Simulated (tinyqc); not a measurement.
Range and order of the fit: effective mass of the conduction band from tabulated energies.

c = hbar^2/2m0.
Constants: hbar^2/2m0 = 3.80998211 eV angstrom^2.

Energies along [110], from the band edge:

| k (1/angstrom) | E (meV) |
|---|---|
| 0.000000 | 0.00000 |
| 0.001100 | 0.33850 |
| 0.002200 | 1.34860 |
| 0.003300 | 3.01430 |
| 0.004400 | 5.31030 |
| 0.005500 | 8.20410 |
| 0.006600 | 11.65780 |
| 0.007700 | 15.63030 |
| 0.008800 | 20.07940 |

reference mass (curvature of the model at k = 0.0001 1/angstrom) = 0.013600 m0

Least-squares fits of E = a k^2 (+ b k^4 + d k^6) over points 1 to n, and the line y = c k^2/E against E; errors of m against the reference.

Results:

| n | E at point n (meV) | one term (%) | two terms (%) | three terms (%) | line (%) | rms residual, one term (meV) |
|---|---|---|---|---|---|---|
| 3 | 3.0 | 1.09 | 0.01 | 0.01 | 0.00 | 0.005 |
| 4 | 5.3 | 1.84 | 0.04 | 0.00 | 0.00 | 0.015 |
| 5 | 8.2 | 2.76 | 0.09 | 0.00 | 0.00 | 0.034 |
| 6 | 11.7 | 3.84 | 0.18 | 0.00 | 0.00 | 0.066 |
| 7 | 15.6 | 5.07 | 0.31 | 0.02 | 0.00 | 0.114 |
| 8 | 20.1 | 6.44 | 0.49 | 0.04 | 0.00 | 0.181 |

The error of the parabola goes from +1.09 to +6.44 % as the range widens, and at n = 8 its residual, 0.18 meV, is only 0.9 % of the top energy: a small residual does not vouch for the mass. Over the full range (n = 8) the best form is the line (0.00 %); the line errs by 0.00 % at n = 3 and 0.00 % at n = 8. Without scatter, a narrower range or a second term is the cure: at n = 8 the errors are +6.44, +0.49 and +0.04 % for one, two and three terms. Three terms on three points interpolate exactly.

Program tinyqc; command `OMP_NUM_THREADS=1 python tinyqc.py 1850755 1850756 out.jsonl`; about 0.01 s on one thread of a shared Intel(R) Xeon(R) Processor @ 2.30GHz.
